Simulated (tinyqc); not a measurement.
Double-gate transistor below threshold, two-dimensional Poisson equation on a small mesh: two steps of the calculation.

Half of a symmetric double-gate structure: row 0 is the mid-plane of the body, where the normal field vanishes. Mobile charge is neglected (subthreshold), the body is fully depleted, and potentials are counted from the intrinsic level; rows run upward to the gate, columns from source to drain.

Values chosen for this exercise; semiconductor permittivity close to that of germanium:
- eps_r = 16.2 (relative permittivity of the semiconductor)
- eox = 3.9 (relative permittivity of the insulator)
- tb = 3 nm (half the body thickness)
- tox = 2.3 nm (insulator thickness)
- L = 31 nm (channel length)
- Na = 2.1e17 cm^-3 (acceptor density of the depleted body)

Constants: q = 1.602176634e-19 C, eps0 = 8.8541878128e-14 F/cm where lengths are in cm. Results are converted to the units shown.

Task 1. Coefficients of the five-point equations. Mesh: rows i = 0..1 in the semiconductor (step hs = tb/1, row 1 on the interface), then 1 step(s) ho = tox/1 up to the gate row 2; columns j = 0..4 (step hy = L/4). Box integration, divided by eps0: up_i = eps hy/h of the interval above row i, dn_i = that of the interval below (0 for row 0), lat_i = (sum of eps h/2 over the intervals above and below)/hy, s_i = -q Na w_i hy/eps0 with w_i the semiconductor height of the box (hs/2 for row 0 and the interface row, hs between, 0 in the insulator). Each free node obeys (up + dn + 2 lat) psi = up psi(above) + dn psi(below) + lat [psi(left) + psi(right)] + s.

Find: up; dn; lat; s.

Result 1.

up, row 0 to 1: [41.850, 13.141]
dn, row 0 to 1: [0, 41.850]
lat, row 0 to 1: [3.1355, 3.7142]
s, row 0 to 1 (V): [-0.044175, -0.044175]

Task 2. The linear system. Unknowns (row, column) in the order listed; A has up + dn + 2 lat on the diagonal and -up, -dn, -lat towards free neighbours; b holds s and the terms of fixed neighbours. Fixed values: gate row Vg - Vfb; column 0 at Vbi and the last column at Vbi + Vd in the semiconductor, each running linearly to Vg - Vfb across the insulator.

fixed values (free nodes shown as 0) (V):
```
              j=0         j=1         j=2         j=3         j=4
row 0  0.54000000  0.00000000  0.00000000  0.00000000  0.59000000
row 1  0.54000000  0.00000000  0.00000000  0.00000000  0.59000000
row 2  0.10000000  0.10000000  0.10000000  0.10000000  0.10000000
```

up, row 0 to 1: [41.85, 13.141304]
dn, row 0 to 1: [0, 41.85]
lat, row 0 to 1: [3.1354839, 3.7141935]
s, row 0 to 1 (V): [-0.044174732, -0.044174732]

Find: A; b.

Result 2.

A:
```
        (0,1)   (0,2)   (0,3)   (1,1)   (1,2)   (1,3)
(0,1)   48.12   -3.14    0.00  -41.85    0.00    0.00
(0,2)   -3.14   48.12   -3.14    0.00  -41.85    0.00
(0,3)    0.00   -3.14   48.12    0.00    0.00  -41.85
(1,1)  -41.85    0.00    0.00   62.42   -3.71    0.00
(1,2)    0.00  -41.85    0.00   -3.71   62.42   -3.71
(1,3)    0.00    0.00  -41.85    0.00   -3.71   62.42
```

b (V): (0,1) 1.649, (0,2) -0.044, (0,3) 1.806, (1,1) 3.276, (1,2) 1.270, (1,3) 3.461

tinyqc, about 0.09 s, one thread, Intel Xeon 2.30GHz (shared host): `OMP_NUM_THREADS=1 python tinyqc.py 2480003 2480004 out.jsonl`
